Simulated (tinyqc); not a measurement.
## Schottky barrier on an n-type semiconductor with a doping step, non-linear Poisson equation by Newton steps: Capacitance-voltage profiling

One dimension, metal at x = 0, donor density C(x) = N1 for x < x1 and Nd beyond. Energies are counted from the electron Fermi level of the semiconductor and the conduction-band edge is Ec = -psi, so n = Nc exp(psi/Vt); holes follow the Fermi level of the metal, at -V, so p = Nv exp((V - psi - Eg)/Vt). Ends: psi(0) = V - phiB and psi = Vt ln(Nd/Nc) deep inside. Boltzmann statistics, full ionisation, no current, no image force in the Poisson equation.

The Poisson equation d/dx(eps0 eps_r dpsi/dx) = -q (p - n + C) is solved on a mesh of about 1000 nodes or more that ends in neutral material. C_s = q d/dV of the integral of n over x, from the linearised equation. Probed depth w = eps0 eps_r/C_s; apparent doping N_app = C_s^3/(q eps0 eps_r dC_s/dV), the derivative by central differences over +/- 0.02 V.

Values chosen for this exercise; band and dielectric values close to those of cadmium telluride:
- T = 325 K (temperature)
- Eg = 1.48 eV (band gap)
- eps_r = 10.1 (relative permittivity)
- Nc = 8.95e17 cm^-3 (conduction-band density of states at T)
- Nv = 2.04e19 cm^-3 (valence-band density of states at T)
- Nd = 1e16 cm^-3 (donor density deep in the semiconductor)
- phiB = 0.71 eV (barrier height)
- x1 = 290 nm (depth of the doping step)
- N1 = 5e14 cm^-3 (donor density above the step)

Constants: q = 1.602176634e-19 C, kB = 1.380649e-23 J/K, Vt = kB T/q, eps0 = 8.8541878128e-14 F/cm where lengths are in cm. Results are converted to the units shown.

The same in every row: true C(w) (cm^-3) = 1.00e16.

Capacitance-voltage profiling:

| V (V) | C_s (nF/cm^2) | w (nm) | N_app (cm^-3) | \|E_0\| (kV/cm) |
|---|---|---|---|---|
| 0 | 23.8 | 376 | 9.47e15 | 18.1 |
| -0.71 | 19.0 | 470 | 1.00e16 | 34.9 |
| -1.43 | 16.3 | 549 | 1.00e16 | 49.0 |
| -2.14 | 14.5 | 617 | 1.00e16 | 61.2 |
| -2.86 | 13.2 | 679 | 1.00e16 | 72.3 |
| -3.57 | 12.2 | 735 | 1.00e16 | 82.4 |
| -4.29 | 11.3 | 788 | 1.00e16 | 91.8 |
| -5 | 10.7 | 837 | 1.00e16 | 101 |

C_s falls from 23.8 to 10.7 nF/cm^2 while the probed depth goes from 376 to 837 nm. The apparent doping rises from 9.47e15 to 1.00e16 cm^-3. It departs most from the true doping at that depth for V = 0 V, where it is 5.3 % below it; the method senses the electrons at the edge of the depleted layer, which are smeared over a few Debye lengths (LD = 40 nm at Nd), so it cannot follow a doping that changes on that scale.

tinyqc, about 0.08 s, one thread, Intel Xeon 2.30GHz (shared host): `OMP_NUM_THREADS=1 python tinyqc.py 2020107 2020108 out.jsonl`
